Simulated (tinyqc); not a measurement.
Van der Pauw, Hall and four-point-probe measurements on a doped layer: two steps of the calculation.

A uniform p-type layer with sheet resistance Rs = 1/(q ns mu), point contacts, low field (mu B small).

Parameters, values chosen for the exercise: Hall factor rH = 1; magnetic field B = 0.55 T; current I = 10 uA; thickness of the layer t = 670 nm.

Constants: q = 1.602176634e-19 C. Results are converted to the units shown.

Question 1. New z. The van der Pauw equation exp(-pi RA z) + exp(-pi RB z) = 1 is solved for z = 1/Rs: e1 = exp(-pi RA z), e2 = exp(-pi RB z), f = e1 + e2 - 1, f' = -pi (RA e1 + RB e2), z(new) = z - f/f'.

z at the start = 0.10405301 mS
RA = 51.142707 ohm
RB = 4189.6880 ohm

Find: e1; e2; f; f'; z after iteration 1.

Answer 1.

e1 = 0.9834
e2 = 0.2542
f = 0.2376
f' = -3.504 kohm
z after iteration 1 = 0.1719 mS

Question 2. Sheet density, mobility and bulk values. Rs = 1/z; Hall sheet density B I/(q |VH|); Hall mobility |VH|/(Rs B I); true values ns = rH times the Hall density, mu = Hall mobility/rH; bulk density ns/t, resistivity Rs t; correction factor F = Rs/[(pi/ln 2)(RA + RB)/2].

converged z = 0.24673520 mS
VH = 0.31207545 mV
RA = 51.142707 ohm
RB = 4189.6880 ohm

Give: Rs; Hall sheet density; Hall mobility; ns; mu; bulk density; resistivity; F.

Answer 2.

Rs = 4052.9 ohm/square
Hall sheet density = 1.1000e13 cm^-2
Hall mobility = 140.00 cm^2/(V s)
ns = 1.1000e13 cm^-2
mu = 140.00 cm^2/(V s)
bulk density = 1.6418e17 cm^-3
resistivity = 0.27155 ohm cm
F = 0.42172

Program tinyqc, `OMP_NUM_THREADS=1 python tinyqc.py 2850146 2850147 out.jsonl`; Intel Xeon 2.30GHz, shared host, one thread, about 0.01 s.
